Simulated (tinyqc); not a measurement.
Comparisons within one model: linear model of a band gap against the share of exact exchange. A value that a table varies takes the place of the one given here.

E(alpha) = E0 + S alpha. A wider gap screens less, modelled in the Penn form eps(alpha) = 1 + (e0 - 1)(EP/(EP + S alpha))^2 with a scale EP chosen for the exercise. A dielectric-dependent hybrid takes alpha = 1/eps.

Inputs chosen for the exercise (of the order of those of GaAs; shifted at random, so the results belong to these values and not to a real crystal): E0 = 0.51 eV (gap of the semi-local functional); S = 5.77 eV (slope dE/d(alpha)); e0 = 11.99 (optical dielectric constant at alpha = 0); EP = 10.7 eV (energy scale of the screening); Et = 1.54 eV (target gap).

## Sweep of alpha

Also the exciton scale relative to alpha = 0, (m/m(0))(eps(0)/eps)^2, with a mass proportional to E + D, D = E0/2 + 0.3 eV, a k.p rule for direct gaps only.

Results:
```
alpha  E (eV)     eps  alpha eps  exciton scale
0.00    0.510  11.990      0.000           1.00
0.05    0.798  11.420      0.571           1.40
0.10    1.087  10.894      1.089           1.87
0.15    1.375  10.407      1.561           2.41
0.20    1.664   9.954      1.991           3.02
0.25    1.952   9.534      2.383           3.72
0.35    2.530   8.777      3.072           5.40
0.50    3.395   7.818      3.909           8.72
```

What can be read from the table?

alpha eps reaches 1 between alpha = 0.05 and 0.1 (fixed point 0.091), and the target gap is met between 0.15 and 0.2. At the fixed point the gap is 1.04 eV, -0.50 eV from the target. From 0 to 0.25 the gap grows by 1.44 eV while eps falls by 20 %; the exciton scale, which takes both, grows by a factor of 3.72.

## What each parameter does

Fixed point alpha = 1/eps(alpha), gap and eps there. Each row changes one parameter from the base and keeps the others.

Results:
```
case            alpha  E (eV)     eps
base           0.0910   1.035  10.986
E0 = 0.459 eV  0.0910   0.984  10.986
S = 6.347 eV   0.0919   1.093  10.883
e0 = 10.791    0.1021   1.099   9.796
EP = 9.63 eV   0.0920   1.041  10.872
```

What does this show?

The largest shifts from the base row, up to three for each result and ties (the steps differ in size, so this ranks the rows, not the parameters). alpha: e0 +0.0111, EP +0.0010, S +0.0009; unchanged at the printed digits by E0. E (eV): e0 +0.064, S +0.058, E0 -0.051. eps: e0 -1.190, EP -0.114, S -0.102; unchanged at the printed digits by E0.

Run: tinyqc, `OMP_NUM_THREADS=1 python tinyqc.py 1880058 1880059 out.jsonl`; Intel(R) Xeon(R) Processor @ 2.30GHz, one thread, shared host; about 0.01 s of CPU time with all checks.
